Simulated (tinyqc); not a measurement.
From point-charge correction -q^2 E back to cell length L: finite-size error of a charged defect in a periodic cell: Madelung and Makov-Payne terms. Computed by tinyqc, a small Python program. Command: `OMP_NUM_THREADS=1 python tinyqc.py 3010803 3010804 out.jsonl imagecharge inv`. One thread of a shared host (Intel(R) Xeon(R) Processor @ 2.30GHz), about 0.1 s of CPU time with the checks.

L is the cube root of the cell volume. The defect charge is a Gaussian, rho(r) = q (2 pi sigma^2)^(-3/2) exp(-r^2/2 sigma^2), repeated periodically in a uniform neutralising background and screened by a continuum. The model cell energy is E(L) = E_0 + [periodic - isolated electrostatic energy].

Inputs (values chosen for the exercise, with screening close to that of AlN): charge q = -2 e; dielectric constant eps = 8.23; axis ratio c/a = 1.19.

Supercell lattice: hexagonal. Screening: isotropic.

Constants: e^2/(4 pi eps_0) = 14.39964548 eV angstrom.

Method. Cell vectors: (1,0,0), (-1/2,sqrt(3)/2,0), (0,0,c/a), scaled to volume L^3. Ewald sum for a unit point charge: scale each Cartesian component of the cell by 1/sqrt(eps_i), giving R', G' and V'; E = [ (1/2) sum erfc(eta R')/R' + (2 pi/V') sum exp(-G'^2/4 eta^2)/G'^2 - eta/sqrt(pi) - pi/(2 V' eta^2) ] e^2/(4 pi eps_0) / sqrt(eps_x eps_y eps_z), over n_i = -6..6, omitting n = (0,0,0), eta = 2/V'^(1/3). alpha = -2 E eps_g L/(e^2/(4 pi eps_0)), eps_g = (eps_x eps_y eps_z)^(1/3).

Problem. A run gave the result below. Find the cell length L, known to lie between 11 and 18 angstrom.

point-charge correction -q^2 E = 0.6758014 eV

Solution.

Each step takes the trial c = (a f_b - b f_a)/(f_b - f_a), f being the result less the target and a, b, c the logarithms of the listed values; c replaces end b, the old b replaces a if the sign of f changed, and otherwise f_a is halved.

Scan of the range:

| cell length L (angstrom) | point-charge correction -q^2 E (eV) |
|---|---|
| 11.0 | 0.890829 |
| 11.9 | 0.823455 |
| 13.0 | 0.753778 |
| 14.1 | 0.694973 |
| 15.3 | 0.640465 |
| 16.6 | 0.590308 |
| 18.0 | 0.544396 |

False position (Illinois rule, in the logarithm of the input) inside the bracket:

| step | end a | end b | trial | point-charge correction -q^2 E (eV) |
|---|---|---|---|---|
| 1 | 14.1000 | 15.3000 | 14.5109 | 0.675292 |
| 2 | 14.1000 | 14.5109 | 14.4899 | 0.676272 |
| 3 | 14.5109 | 14.4899 | 14.5000 | 0.675801 |
| 4 | 14.4899 | 14.5000 | 14.5000 | 0.675801 |

Point-charge correction -q^2 E falls at every point of a 13-point scan of the range (every second point is shown), so one value fits; it is bracketed by 14.1 and 15.3. The scan shows a pure power law with exponent -1.000, so scaling from any one row also gives the answer directly. Answer: cell length L = 14.50 angstrom.
